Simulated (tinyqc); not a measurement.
MOS inversion layer, Poisson-Schroedinger loop: one step of the calculation.

Electrons confined at an insulator interface at z = 0, treated as a hard wall; parabolic valleys, Hartree approximation, no image or exchange terms. The depletion charge lies far deeper than the electrons and gives a uniform field q Nd/(eps0 eps_r); the gate balances all charge. Energies are counted from the band edge at the interface.

Question. Converged levels, occupations and centroid. Tridiagonal Hamiltonian with psi = 0 one step beyond both ends: H_ii = C (1/m_(i-1/2) + 1/m_(i+1/2))/hz^2 + V0_i + U_i (+ dE for the set B), H_(i,i+1) = -C/(m_(i+1/2) hz^2), C = hbar^2/(2 m0). The lowest 2 level(s) of each valley set are kept, normalised to hz sum |psi|^2 = 1. The mass is the same on all intervals.

Level k holds N_k = D_k Vt ln(1 + exp((EF - E_k)/Vt)) with D = 2 md1 m0 q/(pi hbar^2) for the set A, D = 4 md2 m0 q/(pi hbar^2) for the set B per eV (spin included); EF is fixed by sum N_k = Ns.

Solve for the levels with V0 + U, find EF, n_i = sum_k N_k |psi_k|^2 (in cm^-3); share of each level N_k/Ns; centroid sum n z/sum n.

Values chosen for this exercise; masses and permittivity close to those of silicon (100): temperature T = 300 K; mass along z of valley set A (2 valley(s)) mz1 = 0.928 m0; in-plane density-of-states mass of set A md1 = 0.191 m0; mass along z of valley set B (4 valley(s)) mz2 = 0.189 m0; in-plane density-of-states mass of set B md2 = 0.412 m0; sheet density of electrons Ns = 3.4e11 cm^-2; extra shift of set B (strain) dE = 0.04 eV; mesh step hz = 0.64 nm.

Constants: q = 1.602176634e-19 C, kB = 1.380649e-23 J/K, hbar = 1.054571817e-34 J s, m0 = 9.1093837015e-31 kg, Vt = kB T/q, hbar^2/(2 m0) = 0.0380998212 eV nm^2. Results are converted to the units shown.

| node | z (nm) | fixed potential V0 (eV) | converged U (1e-3 eV) |
|---|---|---|---|
| 1 | 0.64 | 0.02969457 | 3.3653182 |
| 2 | 1.28 | 0.05938914 | 5.9113760 |
| 3 | 1.92 | 0.08908371 | 7.2098519 |
| 4 | 2.56 | 0.11877828 | 7.7352936 |
| 5 | 3.2 | 0.14847285 | 7.9272030 |
| 6 | 3.84 | 0.17816742 | 7.9929550 |
| 7 | 4.48 | 0.20786199 | 8.0147122 |
| 8 | 5.12 | 0.23755655 | 8.0220135 |
| 9 | 5.76 | 0.26725112 | 8.0245425 |
| 10 | 6.4 | 0.29694569 | 8.0254233 |
| 11 | 7.04 | 0.32664026 | 8.0257223 |
| 12 | 7.68 | 0.35633483 | 8.0258195 |
| 13 | 8.32 | 0.38602940 | 8.0258496 |
| 14 | 8.96 | 0.41572397 | 8.0258584 |
| 15 | 9.6 | 0.44541854 | 8.0258608 |
| 16 | 10.24 | 0.47511311 | 8.0258614 |
| 17 | 10.88 | 0.50480768 | 8.0258615 |
| 18 | 11.52 | 0.53450225 | 8.0258615 |

Wanted: levels; EF; shares; n; centroid.

Answer.

levels (eV): A1 0.10814, A2 0.18299, B1 0.22309, B2 0.35365
EF = 0.041884 eV
shares (%): A1 90.085, A2 5.159, B1 4.726, B2 0.030

| node | n (1e18 cm^-3) |
|---|---|
| 1 | 1.2935 |
| 2 | 1.9693 |
| 3 | 1.2202 |
| 4 | 0.5265 |
| 5 | 0.1992 |
| 6 | 0.0695 |
| 7 | 0.0228 |
| 8 | 0.0075 |
| 9 | 0.0026 |
| 10 | 0.0009 |
| 11 | 0.0003 |
| 12 | 0.0001 |
| 13 | 0.0000 |
| 14 | 0.0000 |
| 15 | 0.0000 |
| 16 | 0.0000 |
| 17 | 0.0000 |
| 18 | 0.0000 |

centroid = 1.5263 nm

tinyqc, about 0.8 s, one thread, Intel Xeon 2.30GHz (shared host): `OMP_NUM_THREADS=1 python tinyqc.py 2160103 2160104 out.jsonl`
